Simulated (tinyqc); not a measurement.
Van der Pauw, Hall and four-point-probe measurements on a doped layer: two steps of the calculation.

A uniform n-type layer with sheet resistance Rs = 1/(q ns mu), point contacts, low field (mu B small).

Parameters, values chosen for the exercise:
- ns = 7.5e13 cm^-2 (sheet density of the layer)
- mu = 490 cm^2/(V s) (drift mobility)
- rH = 1.18 (Hall factor)
- B = 2 T (magnetic field)
- I = 10 uA (current)
- ar = 1.84 (side ratio a/b of a rectangular sample with corner contacts)

Constants: q = 1.602176634e-19 C. Results are converted to the units shown.

Question 1. Resistances and Hall voltage. Rs = 1/(q ns mu). For a rectangle with contacts at the corners, RA = (8 Rs/pi) sum_(k>=0) ln coth((2k + 1) pi a/(2 b)) with current along a short side b and voltage along the opposite one, RB the same with a and b exchanged; Hall voltage VH = rH B I/(q ns), negative for electrons.

Find: Rs; RA; RB; VH.

Answer 1.

Rs = 169.84 ohm/square
RA = 2.6703 ohm
RB = 163.94 ohm
VH = -0.19640 mV

RB/RA = 61.4; for a square both equal Rs ln 2/pi = 37.5 ohm.

Question 2. New z. The van der Pauw equation exp(-pi RA z) + exp(-pi RB z) = 1 is solved for z = 1/Rs: e1 = exp(-pi RA z), e2 = exp(-pi RB z), f = e1 + e2 - 1, f' = -pi (RA e1 + RB e2), z(new) = z - f/f'.

z at the start = 2.6485129 mS
RA = 2.6702714 ohm
RB = 163.94066 ohm

Wanted: e1; e2; f; f'; z after iteration 1.

Answer 2.

e1 = 0.9780
e2 = 0.2556
f = 0.2336
f' = -0.1399 kohm
z after iteration 1 = 4.319 mS

Numbers from tinyqc (`OMP_NUM_THREADS=1 python tinyqc.py 2850217 2850218 out.jsonl`; about 0.01 s on one thread of a shared Intel Xeon 2.30GHz).
